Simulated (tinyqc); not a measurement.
Brouwer diagram: defect equilibria of an oxide against oxygen pressure (mass action). Computed by tinyqc, a small Python program. Command: `OMP_NUM_THREADS=1 python tinyqc.py 3005648 3005649 out.jsonl brouwer walk`. One thread of a shared host (Intel(R) Xeon(R) Processor @ 2.30GHz), about 0.01 s of CPU time with the checks.

Defects: oxygen vacancies V (charge +2), electrons n, holes p, the ionic partner X = V_M'' (charge -2), and the dopant. Activities are taken equal to concentrations.

Inputs (values chosen for the exercise, for a model oxide):
```
quantity                  value             unit
reduction enthalpy H_r     3.91               eV
prefactor K_r0            2e+69  cm^-9 atm^(1/2)
gap E_g                    3.43               eV
prefactor N_c N_v       3.3e+42            cm^-6
disorder enthalpy H_s      2.38               eV
prefactor K_s0          6.2e+44            cm^-6
dopant density N_d      3.9e+18            cm^-3
temperature T               900                K
```

Ionic disorder: Schottky, oxide MO. Dopant (singly charged, fully ionised): acceptor.

Constants: k_B = 8.617333262e-05 eV/K.

Method:
- K_r = K_r0 exp(-H_r/k_B T) = [V] n^2 P^(1/2); K_i = N_c N_v exp(-E_g/k_B T) = n p; K_s = K_s0 exp(-H_s/k_B T) = [X] [V].
- Neutrality: 2 [V] + p = n + 2 [X] + N_d. With n as the unknown, [V] = K_r/(n^2 P^(1/2)), p = K_i/n, [X] = K_s/[V]; the log ratio is ln(positive/negative).
- The root is found by 60 bisections in ln n between n = 1e-10 and 1e25 cm^-3.
- The slope is d log n / d log P from this row and the one above; the last column names the largest term on each side. Pressures that give more than 3e21 cm^-3 are left out.

K_r = 2.54679e+47 cm^-9 atm^(1/2)

K_i = 2.04814e+23 cm^-6

K_s = 2.91728e+31 cm^-6

Log10 of the densities in cm^-3:
```
log10 P (atm)       n     [V]       p     [X]  slope of n      balance
-32            21.235  20.935  2.0760  10.530           -    2 [V] = n
-28            20.567  20.271  2.7439  11.194    -0.16696    2 [V] = n
-24            19.895  19.615  3.4160  11.850    -0.16804    2 [V] = n
-20            19.204  18.998  4.1073  12.467    -0.17281    2 [V] = n
-16            18.442  18.523  4.8697  12.942    -0.19062  2 [V] = N_d
-12            17.540  18.327  5.7719  13.138    -0.22553  2 [V] = N_d
-8             16.556  18.294  6.7554  13.171    -0.24588  2 [V] = N_d
-4             15.558  18.290  7.7536  13.175    -0.24955  2 [V] = N_d
0              14.558  18.290  8.7534  13.175    -0.24995  2 [V] = N_d
```

Regimes: 2 [V] = n from log P = -32 to -20, where that balance predicts a slope of -1/6 and the table comes as close as -0.167; 2 [V] = N_d from log P = -16 to 0, where that balance predicts a slope of -1/4 and the table comes as close as -0.250. Rows with n or p near or above sqrt(N_c N_v) are degenerate, and n p = K_i is then only nominal.

Extremes, crossings and ranges named in words are read from the listed rows.
